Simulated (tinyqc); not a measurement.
# Thermoelectric coefficients of one resonant level, Landauer integrals: what changes with what

Transmission X(x) = (g/2)^2/[(x - y)^2 + (g/2)^2] with x = (E - EF)/kB T, two spin channels. I_k = int X x^k w dx over all x, w = 1/(4 cosh^2(x/2)).

Inputs (values chosen for the exercise): temperature T = 30 K; full width of the level over kB T g = 0.1; level position (E0 - EF)/kB T y = -2.8; phonon heat conductance in units of pi^2 kB^2 T/(3 h) kp = 0.035.

Constants: q = 1.602176634e-19 C, kB = 1.380649e-23 J/K, h = 6.62607015e-34 J s. Results are converted to the units shown.

Each table varies one quantity; the others keep the values above.

## Effect of the level position

G = (2 q^2/h) I_0, S = -(kB/q) I_1/I_0, L/L0 = [I_2/I_0 - (I_1/I_0)^2]/(pi^2/3), K_e = (2 kB^2 T/h)(I_2 - I_1^2/I_0), ZT = G S^2 T/(K_e + K_ph), K_ph = kp pi^2 kB^2 T/(3 h).

Effect of the level position:
```
y      G (uS)  S (uV/K)     L/L0       ZT  ZT without phonons
0.5     2.790    -41.92  0.02029   0.1421               3.546
1.3     2.021    -108.8  0.02794   0.6927               17.33
2.2     1.100    -183.0  0.05098    1.068               26.89
3      0.5663    -247.3  0.09806    1.004               25.53
3.8    0.2761    -308.5   0.1977   0.7626               19.70
4.7    0.1206    -370.3   0.4382   0.4807               12.81
5.5   0.05818    -414.2   0.8651   0.2905               8.118
6.3   0.02883    -440.5    1.612   0.1633               4.926
7.2   0.01387    -438.8    2.895  0.07829               2.723
8    0.007802    -403.8    4.208  0.03751               1.586
```

G falls from 2.79 to 0.00780 uS; |S| goes from 41.9 through a maximum of 440 (at y = 6.3 among the rows listed) to 404 uV/K: far from the level its Lorentzian tail at EF carries the current, and S falls back towards the Mott value. L/L0 rises from 0.0203 to 4.21, and ZT goes from 0.142 through a maximum of 1.07 (at y = 2.2 among the rows listed) to 0.0375.

## Effect of the level width

Same model as above.

Effect of the level width:
```
g      G (uS)  S (uV/K)     L/L0        ZT  ZT without phonons
0.042  0.2790     237.1  0.03636    0.4698               63.27
0.1    0.6733     231.5  0.08274     1.046               26.50
0.25    1.737     218.1   0.1852     2.016               10.52
0.6     4.416     192.2   0.3541     2.288               4.272
1.4     11.12     150.6   0.5515     1.378               1.682
3.5     28.25     92.54   0.7167    0.4584              0.4891
8.4     53.12     41.79   0.8305   0.08351             0.08607
20      70.36     12.50   0.9316  0.006725            0.006864
```

Read the table: what changes, and by how much?

ZT without phonons falls from 63.3 to 0.00686, while ZT with phonons goes from 0.470 through a maximum of 2.29 (at g = 0.6 among the rows listed) to 0.00672; L/L0 rises from 0.0364 to 0.932. A narrow level filters energy well but conducts little, so a fixed phonon conductance sets a best width.

Numbers from tinyqc (`OMP_NUM_THREADS=1 python tinyqc.py 2800030 2800031 out.jsonl`; about 0.02 s on one thread of a shared Intel Xeon 2.30GHz).
